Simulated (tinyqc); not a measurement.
Polarisation and half-bias from two TMR values.

Question. A tunnel junction has TMR = TMR0/(1 + (V/Vh)^2), TMR0 = 2 P1 P2/(1 - P1 P2). Find TMR0, Vh and P2.

Inputs (values chosen for the exercise):
- P1 = 0.56 (spin polarisation of the reference layer)

TMR at 0.1 and 0.4 V (%): 125.46230  89.271255

Solution. 1/TMR is linear in V^2, and P1 P2 = TMR0/(2 + TMR0).

TMR0 = 129 %
Vh = 0.600 V
P2 = 0.700

Program tinyqc, `OMP_NUM_THREADS=1 python tinyqc.py 2450143 2450144 out.jsonl`; Intel Xeon 2.30GHz, shared host, one thread, about 0.01 s.
